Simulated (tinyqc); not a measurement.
From results back to parameters: BHZ model on a square lattice (one spin block). Three cases, with inputs chosen for the exercise.

Problem. Near Gamma E = -D k^2 -/+ sqrt(A^2 k^2 + (M - B k^2)^2), so the curvature of the upper band, E = |M| + c+ k^2, is c+ = -D + A^2/(2|M|) - B sign(M), and of the lower one c- = -D - A^2/(2|M|) + B sign(M). M and A are given; c+ and c- come from hidden B and D.

Case 1.

Values chosen (out of a larger set: of the size used for thin Bi2Se3 films; not measured data): A = 2.52 eV angstrom; M = -0.0668 eV (mass term).

c+, c- (eV angstrom^2): 33.533  -22.533

Case 2.

Values chosen (out of a larger set: of the size used for InAs / GaSb double wells; not measured data): A = 0.68 eV angstrom; M = 0.0072 eV (mass term).

c+, c- (eV angstrom^2): 128.711  -87.911

Case 3.

Values chosen (out of a larger set: of the size used for InAs / GaSb double wells; not measured data): A = 0.73 eV angstrom; M = 0.0161 eV (mass term).

c+, c- (eV angstrom^2): 125.850  -85.650

Find: D, B; order of the bands.

Solution. The mean of the curvatures is -D; half their difference is A^2/(2|M|) - B sign(M). The bands are inverted where M/B > 0.

Case 1.

D, B (eV angstrom^2): -5.5  -19.5

order of the bands: inverted

Case 2.

D, B (eV angstrom^2): -20.4  -76.2

order of the bands: normal

Case 3.

D, B (eV angstrom^2): -20.1  -89.2

order of the bands: normal

Computed by tinyqc, one run a case: `OMP_NUM_THREADS=1 python tinyqc.py N N+1 out.jsonl` with N = 1450285, 1450712, 1450738; one thread of a shared Intel(R) Xeon(R) Processor @ 2.30GHz, about 0.1 s a run at most.
